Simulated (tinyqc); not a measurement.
## Capacitances against the space between lines

Endless row of lines of width wl, height tl and space sl between grounded planes at distance hd; e2 fills the gaps beside the lines, e1 the rest. Laplace's equation is solved on meshes of 3, 6 and 12 steps per unit u and extrapolated (Aitken), which is good to about 0.2 %. C_even (all lines at 1 V) is the capacitance Cg to the planes; C_odd (neighbours in antiphase) = Cg + 4 Cc if only nearest neighbours couple, which defines Cc; total with quiet neighbours Cg + 2 Cc. Plate values 2 eps0 e1 wl/hd and eps0 e2 tl/sl.

Inputs (values chosen for the exercise):
- e1 = 3.9 (relative permittivity above and below the lines)
- e2 = 2.4 (relative permittivity between the lines)
- wl = 6 u (line width, in units u)
- tl = 8 u (line height)
- hd = 4 u (distance to each plane)

Constants: eps0 = 8.8541878128e-12 F/m. Results are converted to the units shown.

The same in every row: plate Cg (aF/um) = 104.

Results:
columns A: sl (u); B: Cg (aF/um); C: Cc (aF/um); D: Cg + 2 Cc (aF/um); E: C_odd (aF/um); F: plate Cc (aF/um); G: share of coupling, 2 Cc/(Cg + 2 Cc) (%)
```
A     B      C    D    E     F      G
2   135    107  349  563  85.0   61.4
4   159   50.4  260  361  42.5   38.8
6   178   29.0  236  294  28.3   24.6
8   192   17.8  228  263  21.3   15.6
16  217   2.83  222  228  10.6   2.55
24  221  0.463  222  223  7.08  0.417
```

Estimate the missing row, sl = 12 u.

Computed row:
columns A: sl (u); B: Cg (aF/um); C: Cc (aF/um); D: Cg + 2 Cc (aF/um); E: C_odd (aF/um); F: plate Cc (aF/um); G: share of coupling, 2 Cc/(Cg + 2 Cc) (%)
```
A     B     C    D    E     F     G
12  209  7.03  223  237  14.2  6.31
```

With this row back in the table: As sl goes from 2 to 24, Cg rises from 135 to 221 aF/um, Cc falls from 107 to 0.463 aF/um and the share of coupling falls from 61.4 to 0.417 %. Cg is 1.30 times its plate value in the first row and 2.13 times in the last; for Cc the ratios are 1.26 and 0.0653. Neighbours in antiphase raise the load by a factor of 1.61 and 1.00 over quiet ones.

Numbers from tinyqc (`OMP_NUM_THREADS=1 python tinyqc.py 2790158 2790159 out.jsonl`; about 0.8 s on one thread of a shared Intel Xeon 2.30GHz).
